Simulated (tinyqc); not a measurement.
Worked calculation: four-band model of biased bilayer graphene near K. Values are carried at full precision from step to step, so a last printed digit may differ when a step is redone from the rounded ones.

Constants: hbar^2/2m0 = 3.80998211 eV angstrom^2.

Parameters, chosen for this exercise (near those used for Bernal bilayer graphene; the results hold for these values, not for the real material): a = 2.46 angstrom (lattice constant); g0 = 3.05 eV (hopping in a layer); g1 = 0.325 eV (hopping of the dimer sites); g3 = 0.29 eV (skew hopping A1-B2); g4 = 0.15 eV (skew hopping A1-A2); U = 0.18 eV (potential difference of the layers); k = (-0.024, 0.029) 1/angstrom (wave vector from K).

## Velocities and mass

v_j = (sqrt3/2) a g_j; low-energy mass m/m0 = c g1/v0^2 with c = hbar^2/2m0; crossover wave vector g1/(2 v0).

v0, v3, v4 (eV angstrom): [6.4978, 0.6178, 0.3196]

mass = 0.02933 m0
crossover = 0.02501 1/angstrom

## H at one k

Basis A1, B1, A2, B2, with B1 below A2; p = kx + i ky, v_j = (sqrt3/2) a g_j. Diagonal -U/2, -U/2, U/2, U/2; <A1|B1> = <A2|B2> = v0 p*, <B1|A2> = g1, <A1|B2> = v3 p, <A1|A2> = <B1|B2> = -v4 p*.

Fill in the matrix.

H (eV), rows A1, B1, A2, B2 and columns alike:
$$\begin{pmatrix}
-0.0900 & -0.1559-0.1884i & 0.0077+0.0093i & -0.0148+0.0179i \\
-0.1559+0.1884i & -0.0900 & 0.3250 & 0.0077+0.0093i \\
0.0077-0.0093i & 0.3250 & 0.0900 & -0.1559-0.1884i \\
-0.0148-0.0179i & 0.0077-0.0093i & -0.1559+0.1884i & 0.0900
\end{pmatrix}$$

## Levels and layer polarisation

Diagonalise; the weight on layer 1 is that of A1 and B1.

levels (eV): [-0.4889, -0.1011, 0.1198, 0.4702]

weights, rows A1, B1, A2, B2; columns band 1, band 2, band 3, band 4:
$$\begin{pmatrix}
0.206 & 0.457 & 0.289 & 0.048 \\
0.483 & 0.010 & 0.260 & 0.246 \\
0.252 & 0.236 & 0.011 & 0.502 \\
0.059 & 0.296 & 0.440 & 0.204
\end{pmatrix}$$

weight on layer 1: [0.689, 0.468, 0.549, 0.294]

Band 2 has 47 % of its weight on layer 1, the layer of lower potential, and band 3 has 55 %; the dimer sites hold 27 % of band 3. The filled band leans to the upper layer here: at larger k the middle bands approach two displaced cones, each still mixed over both layers by g1, and the top filled one leans to the upper layer.

## The Mexican hat (g3 = g4 = 0)

At K the levels are -/+ U/2 and -/+ sqrt(g1^2 + U^2/4). The smallest gap, U g1/sqrt(U^2 + g1^2), lies on a ring of radius kg = (U/2 v0) sqrt((2 g1^2 + U^2)/(g1^2 + U^2)), v0 = (sqrt3/2) a g0; the height of the hat is U/2 less half that gap.

gap = 0.1575 eV
kg = 0.01840 1/angstrom
height of the hat = 11.27 meV

## Checks

- Gap on the ring from the formula against the matrix: both 0.157462.

(tinyqc, `OMP_NUM_THREADS=1 python tinyqc.py 1480806 1480807 out.jsonl`, Intel(R) Xeon(R) Processor @ 2.30GHz, 1 thread, shared host, about 0.03 s.)
